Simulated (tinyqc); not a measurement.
## Long-channel MOSFET, surface-potential model: potential, charge and velocity along the channel

n-channel transistor on a uniformly doped p-type body, gradual-channel approximation, constant mobility, Boltzmann statistics, full ionisation. Potentials are counted from the neutral body; V is the electron quasi-Fermi potential, Vsb at the source and Vsb + Vds at the drain. Charges are magnitudes per area.

ni = sqrt(Nc Nv) exp(-Eg/(2 Vt)), Eg in volts; phiF = Vt ln(Na/ni); Cox = eps0 eox/tox; gamma = sqrt(2 q eps0 eps_r Na)/Cox. The surface potential psi at channel potential V solves Vgs + Vsb - Vfb - psi = gamma sqrt(G), G = psi - Vt + Vt exp((psi - 2 phiF - V)/Vt). Charge sheet: Qi = Cox gamma [sqrt(G) - sqrt(psi - Vt)]; I = mu (W/L) [integral of Qi dpsi from psi_0 to psi_L (drift) + Vt (Qi0 - QiL) (diffusion)], with psi_0 at V = Vsb and psi_L at V = Vsb + Vds. The current is the same at every point, so the place y where the channel potential is Vsb + v follows from y/L = I(Vds = v)/I(Vds); the mean carrier velocity is I/(W Qi).

Values chosen for this exercise; material values close to those of silicon: temperature T = 300 K; band gap Eg = 1.13 eV; relative permittivity of the semiconductor eps_r = 11.8; conduction-band density of states at T Nc = 2.79e19 cm^-3; valence-band density of states at T Nv = 2.64e19 cm^-3; acceptor density of the body Na = 4.1e15 cm^-3; relative permittivity of the gate insulator eox = 7.39; insulator thickness tox = 8.7 nm; flat-band voltage Vfb = -0.8 V; channel mobility mu = 440 cm^2/(V s); gate width W = 20 um; gate length L = 10 um; source-body reverse bias Vsb = 0 V; gate-source voltage Vgs = 0.07 V; drain-source voltage Vds = 0.8 V.

Constants: q = 1.602176634e-19 C, kB = 1.380649e-23 J/K, Vt = kB T/q, eps0 = 8.8541878128e-14 F/cm where lengths are in cm. Results are converted to the units shown.

Along the channel:
```
v (V)  psi (V)  Qi (nC/cm^2)     y/L  velocity (cm/s)
0.019   0.7974         22.09  0.3303          2.637e4
0.037   0.8052         15.99  0.5627          3.642e4
0.056   0.8121         10.67  0.7360          5.459e4
0.075   0.8174         6.602  0.8497          8.821e4
0.094   0.8210         3.785  0.9191          1.539e5
0.112   0.8232         2.100  0.9568          2.773e5
0.131   0.8245         1.075  0.9784          5.415e5
0.15    0.8252        0.5339  0.9894          1.091e6
```

What do the numbers show?

Half of the listed voltage range, v = 0.075 V, is reached at y/L = 0.850. The charge falls from 22.1 to 0.534 nC/cm^2 over the rows, so the velocity rises by a factor of 41.4 to keep the current constant.

Program tinyqc, `OMP_NUM_THREADS=1 python tinyqc.py 2360121 2360122 out.jsonl`; Intel Xeon 2.30GHz, shared host, one thread, about 0.04 s.
